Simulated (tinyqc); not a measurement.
Worked calculation: type-II superlattice in the two-band Kane model. Values are carried at full precision from step to step, so a last printed digit may differ when a step is redone from the rounded ones.

Motion along the axis, period d = a + b, c = hbar^2/2m0. Conduction and light-hole bands couple: (E - Ec)(E - Ev) = Ep c k^2 in each layer, with mass m(E) = (E - Ev)/Ep, which may be negative. The conduction envelope psi and psi'/m(E) are continuous; a layer carries them by [[cos kt, (m/k) sin kt], [-(k/m) sin kt, cos kt]] (cosh and sinh for k^2 < 0), and cos(q d) = tr(M_B M_A)/2. C1 is the first miniband above EvB, with its bottom at tr/2 = +1 and its top at -1; the gap is the bottom of C1 less the top heavy-hole level HH1.

Constants: hbar^2/2m0 = 3.80998211 eV angstrom^2; hc = 1239.841984 eV nm.

Values chosen for the exercise (near those of an InAs/GaSb superlattice; not measured data):
- a = 47 angstrom (layer A)
- b = 38 angstrom (layer B)
- EcA = 0 eV (conduction edge of A)
- EvA = -0.41 eV (valence edge of A)
- EcB = 0.957 eV (conduction edge of B)
- EvB = 0.133 eV (valence edge of B)
- EpA = 14.1 eV (coupling energy in A)
- EpB = 18.3 eV (coupling energy in B)
- E = 0.35 eV (trial energy)
- mhA = 0.36 m0 (heavy hole in A)
- mhB = 0.27 m0 (heavy hole in B)

## Wave numbers and masses at one energy

Give k^2 and m(E) in both layers.

Layers:
```
layer  k^2 (1/angstrom^2)  m(E) (m0)
A               0.0049515    0.05390
B              -0.0018892    0.01186
```

In B the decay constant is 0.0435 1/angstrom; across the gap of B it peaks at mid-gap, at 0.0493, and vanishes at both edges.

## Transfer matrices

Form M_A, M_B and half the trace of their product.

M_A (angstrom units):
```
[[-0.98631, -0.12632],
 [0.21528, -0.98631]]
```

M_B (angstrom units):
```
[[2.7037, 0.68530],
 [9.2075, 2.7037]]
```

tr/2 = -3.1744

E lies in a gap of the coupled bands.

## Edges and effective gap

Heavy holes are uncoupled: with e = EvB - E, p = sqrt(mhB e/c), w = sqrt(mhA (EvB - EvA - e)/c), the top level HH1 at q = 0 solves (p/mhB) tan(p b/2) = (w/mhA) tanh(w a/2).

C1 is the first miniband above EvB: bottom at tr/2 = +1, top at -1. The gap is its bottom less HH1; cut-off wavelength hc/gap.

bottom of C1 = 0.2297 eV
top of C1 = 0.2805 eV
HH1 = 0.0770 eV
gap = 0.1528 eV
cut-off = 8.12 micrometre

The bulk edges overlap by 133 meV; confinement lifts the electrons by 230 meV and lowers the holes by 56 meV, which opens the gap. It is 0.37 of the smaller bulk gap.

## Electron mass along the axis

m_z = -2 c f'/d^2 with f = tr/2 differentiated at the bottom of C1 (central difference of 1e-6 eV); compare the bulk edge mass (EcA - EvA)/EpA.

f' = -39.52 1/eV
m_z = 0.0417 m0
bulk edge mass of A = 0.0291 m0

## Checks

- Bottom of C1 from the two-band matrix on a staggered grid of 0.5 angstrom against the transfer matrix, eV: both 0.230.

Program tinyqc; command `OMP_NUM_THREADS=1 python tinyqc.py 1250549 1250550 out.jsonl`; about 0.06 s on one thread of a shared Intel(R) Xeon(R) Processor @ 2.30GHz.
